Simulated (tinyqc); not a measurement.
Inside a calculation: Kronig-Penney superlattice by transfer matrices. Values are carried at full precision from step to step, so a last printed digit may differ when a step is redone from the rounded ones.

Wells (width a, potential 0, mass mw) alternate with barriers (width b, height V0, mass mb); period d = a + b; c = hbar^2/2m0. The vector (psi, psi'/m) is continuous, and a layer of thickness t carries it by M = [[cos kt, (m/k) sin kt], [-(k/m) sin kt, cos kt]] with k = sqrt(m (E - V)/c); for E < V, k = i kappa gives [[cosh, (m/kappa) sinh], [(kappa/m) sinh, cosh]] of kappa t. A Bloch state obeys cos(q d) = tr(Mb Mw)/2.

Constants: hbar^2/2m0 = 3.80998211 eV angstrom^2; hbar = 6.58211957e-16 eV s.

Values chosen for the exercise (near those of a GaAs superlattice with barriers of AlGaAs; the results hold for these values, not for the real material): a = 60 angstrom (well width); b = 68 angstrom (barrier width); V0 = 0.13 eV (barrier height); mw = 0.0663 m0 (mass in the wells); mb = 0.0803 m0 (mass in the barriers); E = 0.0486 eV (trial energy); F = 20 kV/cm (field along the axis).

## Layer matrices at one energy

Form the matrix of the well and of the barrier at E.

k in the well = 0.02908 1/angstrom
kappa in the barrier = 0.04142 1/angstrom

Mw (angstrom units):
```
          1         2
1  -0.17320    2.2454
2  -0.43200  -0.17320
```

Mb (angstrom units):
```
        1       2
1  8.3894  16.149
2  4.2965  8.3894
```

## The matrix of one period

Multiply M = Mb Mw and take half the trace. If its size is at most 1, E lies in a miniband and q d = arccos(tr M/2); otherwise the state decays by exp(-arccosh|tr M/2|) a period.

M:
```
         1       2
1  -8.4293  16.040
2  -4.3684  8.1942
```

tr M/2 = -0.1175
q d in a band, or the decay exponent in a gap = 1.689

E lies in a miniband; det M = 1.0000, as for any such product.

## Miniband edges

The edges are the energies where tr M/2 = +1 (q = 0) or -1 (q = pi/d); the first three minibands.

Minibands:

| band | bottom (eV) | top (eV) | width (meV) |
|---|---|---|---|
| 1 | 0.0450 | 0.0519 | 6.9 |
| 2 | 0.1379 | 0.1940 | 56.1 |
| 3 | 0.2131 | 0.3371 | 123.9 |

1 miniband of these lies wholly below V0. The first gap is 85.9 meV wide; the single well of width a has E1 = 0.0482 eV, inside the first miniband.

## Dispersion along the axis

Solve tr M/2 = cos(q d) inside each miniband at q d/pi = 0, 1/6, ..., 1. The cosine form is E_bottom + (W/2)(1 - cos q d) with the true width W.

Energies (eV):

| q d/pi | band 1 | cosine form | band 2 |
|---|---|---|---|
| 0.000 | 0.0450 | 0.0450 | 0.1940 |
| 0.167 | 0.0454 | 0.0455 | 0.1833 |
| 0.333 | 0.0466 | 0.0468 | 0.1687 |
| 0.500 | 0.0482 | 0.0485 | 0.1561 |
| 0.667 | 0.0500 | 0.0502 | 0.1463 |
| 0.833 | 0.0514 | 0.0515 | 0.1400 |
| 1.000 | 0.0519 | 0.0519 | 0.1379 |

The cosine form, which holds for hopping between neighbouring wells alone, misses band 1 by at most 0.3 meV, 4 % of its width.

## Mass along the axis

With f(E) = tr M/2, 1 - (q d)^2/2 = 1 + f'(E_bottom)(E - E_bottom) gives m_z = -2 c f'/d^2 (f' by a central difference of 1e-6 eV at the bottom of band 1). The cosine form gives 4 c/(W d^2), W the width of band 1 between tr M/2 = +1 and -1.

f' = -339.8 1/eV
m_z = 0.1580 m0
m_z of the cosine form = 0.1348 m0
W = 6.90 meV

The mass along the axis is 2.38 times mw.

## In a field along the axis

One-band picture: ladder spacing e F d, Bloch frequency e F d/(2 pi hbar), and extent W/(e F) of a Stark state, with W the width of band 1; 1 kV/cm = 1e-5 V/angstrom.

e F d = 25.600 meV
Bloch frequency = 6.190 THz
W/(e F d) = 0.27 periods

The state is confined to about one period: the miniband has broken into a ladder of single-well levels.

## Checks

- Bottom of band 1 from 121 plane waves (the mass step taken by inverting the matrix of m) against the transfer matrix, eV: both 0.0450.

tinyqc: `OMP_NUM_THREADS=1 python tinyqc.py 1281882 1281883 out.jsonl`; about 0.06 s, one thread, shared Intel(R) Xeon(R) Processor @ 2.30GHz.
